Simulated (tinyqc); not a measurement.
From results back to parameters: ellipsoidal valleys in the axes of a wafer and a channel. Three cases, with inputs chosen for the exercise.

Problem. A valley whose axis makes az^2 = 0.333333 with the surface normal has 1/mz = az^2/ml + (1 - az^2)/mt and mz md^2 = ml mt^2. Its confinement and density-of-states masses are given, and ml > mt.

Find: ml mt^2; mt; ml.

Method. Put ml = (mz md^2)/mt^2 into the first relation and solve for mt below (mz md^2)^(1/3), the value at which ml = mt; a scan of that range finds one root.

Case 1.

mz, md (m0): 0.1228705  0.3077272

Solution.

ml mt^2 = 0.011635
mt = 0.084 m0
ml = 1.649 m0

Case 2.

mz, md (m0): 0.2603800  0.3652145

Solution.

ml mt^2 = 0.034730
mt = 0.191 m0
ml = 0.952 m0

Case 3.

mz, md (m0): 0.1212080  0.2946959

Solution.

ml mt^2 = 0.010526
mt = 0.083 m0
ml = 1.528 m0

Computed by tinyqc, one run a case: `OMP_NUM_THREADS=1 python tinyqc.py N N+1 out.jsonl` with N = 1850098, 1850146, 1850194; one thread of a shared Intel(R) Xeon(R) Processor @ 2.30GHz, about 0.01 s a run at most.
